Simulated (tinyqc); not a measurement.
Self-consistent Fermi level with native defects, at growth and after a quench: one step, computed by the program tinyqc. Command: `OMP_NUM_THREADS=1 python tinyqc.py 3013794 3013795 out.jsonl scfermi walk`. One thread of a shared host (Intel(R) Xeon(R) Processor @ 2.30GHz), about 0.04 s of CPU time with the checks.

Energies are counted from the top of the valence band (VBM); when the gap shrinks with temperature the conduction band moves and the levels stay. D and A draw on one reservoir with opposite signs, as the two vacancies of a compound do.

Problem. After the quench to T. E_g(T) = E_g - slope x max(0, T - 300 K). N_c = 2 M_c (2 pi m_e k_B T/h^2)^(3/2) and N_v = 2 (2 pi m_h k_B T/h^2)^(3/2), masses in units of m_0. n = N_c F_1/2((E_F - E_g)/k_B T), p = N_v F_1/2(-E_F/k_B T). F_1/2(eta) = (2/sqrt(pi)) int_0^infinity sqrt(x)/(1 + exp(x - eta)) dx, by the trapezoid rule in t = sqrt(x) with step 0.02 up to t = 12 (for eta < -12 by exp(eta) - exp(2 eta)/2^(3/2)). After a quench the totals of D and A stay as grown, and each is shared among its charge states with weights exp(-(E_f(q, 0) + q E_F)/k_B T). Net charge = p - n + sum q c_q; the log ratio is ln(positive charge/negative charge). E_F is the root of the log ratio, by 50 bisections between -0.5 eV and E_g + 0.5 eV.

Inputs (values chosen for the exercise, for a model semiconductor): gap E_g at 300 K = 1.29 eV; slope -dE_g/dT above 300 K = 0.00044 eV/K; electron mass m_e = 0.0865 m_0; valleys M_c = 1; hole mass m_h = 0.676 m_0; growth temperature T_g = 969 K; temperature of use T = 400 K.

Added shallow dopant: none.

total D = 1.666648e+19 cm^-3

total A = 1.910621e+18 cm^-3

E_f(q, E_F = 0) (eV): D(+2) -1.0399, D(+1) -0.3339, D(0) 0.6661, A(0) 2.1080, A(-1) 2.5330, A(-2) 3.1350, A(-3) 3.7910

Constants: m_0 = 9.1093837015e-31 kg; k_B = 1.380649e-23 J/K; h = 6.62607015e-34 J s; k_B = 8.617333262e-05 eV/K.

Give: E_F after the quench; n after the quench; p after the quench; Frozen defects.

Solution.

E_F after the quench = 1.022 eV

n after the quench = 1.490e+15 cm^-3

p after the quench = 2.831e+06 cm^-3

Frozen defects:
```
state  c (cm^-3)  share of its total
D(+2)  5.938e+14           3.563e-05
D(+1)  5.732e+18           3.439e-01
D(0)   1.093e+19           6.560e-01
A(0)   7.020e+00           3.674e-18
A(-1)  2.352e+08           1.231e-10
A(-2)  4.640e+13           2.428e-05
A(-3)  1.911e+18           1.000e+00
```
